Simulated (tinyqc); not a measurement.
Permittivity and interface capacitance from two thicknesses.

Question. 1/C = t/(eps0 ek) + 2/ci for planar capacitors that differ only in thickness. Find ek, ci and the EOT of the interfaces, 2 x 3.9 eps0/ci.

Constants: eps0 = 8.8541878128e-14 F/cm where lengths are in cm. Results are converted to the units shown.

C at t = 16 and 49 nm (uF/cm^2): [1.3796494, 0.45133650]

Answer. 1/C is a straight line in t: the slope gives ek and the intercept 2/ci. A single thickness would give only the effective permittivity; when the interfaces are a small part of 1/C, ci needs very accurate data.

ek = 25.00
ci = 1000 uF/cm^2
EOT of the interfaces = 0.006906 nm

tinyqc, about 0.01 s, one thread, Intel Xeon 2.30GHz (shared host): `OMP_NUM_THREADS=1 python tinyqc.py 2102125 2102126 out.jsonl`
